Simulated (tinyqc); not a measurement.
Strength against creep resistance: grain growth, pinning, strength and diffusional creep of a polycrystal or thin film. Computed by tinyqc, a small Python program. Command: `OMP_NUM_THREADS=1 python tinyqc.py 3022571 3022572 out.jsonl grain walk`. One thread of a shared host (Intel(R) Xeon(R) Processor @ 2.30GHz), about 0.01 s of CPU time with the checks.

One mean grain size d describes the structure.

Inputs (values chosen for the exercise, for a model solid): atomic volume Omega = 16.96 angstrom^3; boundary energy gamma = 0.28 J/m^2; mobility prefactor M0 = 1.9e-06 m^4/(J s); activation energy of boundary motion Q_m = 1.09 eV; anneal temperature T = 685 K; anneal time t = 17 s; initial grain size d0 = 64 nm; particle volume fraction f = 0.00021; particle radius r = 5.6 nm; film thickness h = 150 nm; surface energy gamma_s = 0.88 J/m^2; Hall-Petch slope k_y = 0.09 MPa m^0.5; lattice diffusion energy Q_l = 1.85 eV; boundary diffusion energy Q_b = 0.735 eV; lattice prefactor D0 = 7e-05 m^2/s; boundary prefactor delta D0b = 4.5e-15 m^3/s; applied stress sigma = 26 MPa; service temperature T_c = 476 K.

Sample: thin film on a substrate.

Constants: k_B = 8.617333262e-05 eV/K; k_B = 1.380649e-23 J/K.

Method:
- M = M0 exp(-Q_m/(k_B T)). The driving pressure is 2 gamma/d. Zener pinning pressure 3 f gamma/(2 r) stops growth at d_Z = 4 r/(3 f). Grooves where boundaries meet the surface have the angle theta = arcsin(gamma/(2 gamma_s)) and are taken to stop growth at d_h = h/(2 theta), a few film thicknesses; the limit is 1/d_lim = 1/d_Z + 1/d_h.
- dd/dt = 2 M gamma (1/d - 1/d_lim) integrates to 2 M gamma t = d_lim (d0 - d) + d_lim^2 ln[(d_lim - d0)/(d_lim - d)]; without pinning d^2 = d0^2 + 4 M gamma t.
- Nabarro-Herring rate = 14 sigma Omega D_l/(k_B T d^2), D_l = D0 exp(-Q_l/(k_B T)); Coble rate = 14 pi sigma Omega delta D_b/(k_B T d^3), delta D_b = delta D0b exp(-Q_b/(k_B T)); they are equal at d_x = pi delta D_b/D_l.
- Hall-Petch term k_y/sqrt(d).

crossover size d_x = 1.29011e+08 micrometre

At T_c and sigma:
```
d (nm)  Hall-Petch term (MPa)  Nabarro-Herring (1/s)  Coble (1/s)  time to 1 % (s)
30                     519.62             1.8894e-09   8.1250e+00       1.2308e-03
100                    284.60             1.7004e-10   2.1938e-01       4.5584e-02
300                    164.32             1.8894e-11   8.1250e-03       1.2308e+00
1000                    90.00             1.7004e-12   2.1938e-04       4.5584e+01
3000                    51.96             1.8894e-13   8.1250e-06       1.2308e+03
10000                   28.46             1.7004e-14   2.1938e-07       4.5584e+04
100000                   9.00             1.7004e-16   2.1938e-10       4.5584e+07
```

From 100 micrometre to 30 nm grains the Hall-Petch term grows 58 times, while the time to 1 % strain shrinks by 10.6 decades. Coble creep rules in 7 of the seven rows (d_x is a millimetre or more). Fine grains resist slip but creep fast. The Hall-Petch value at 30 nm is at the edge of that law, and in a film grains much larger than h lose atoms to the surfaces instead.

Extremes, crossings and ranges named in words are read from the listed rows.
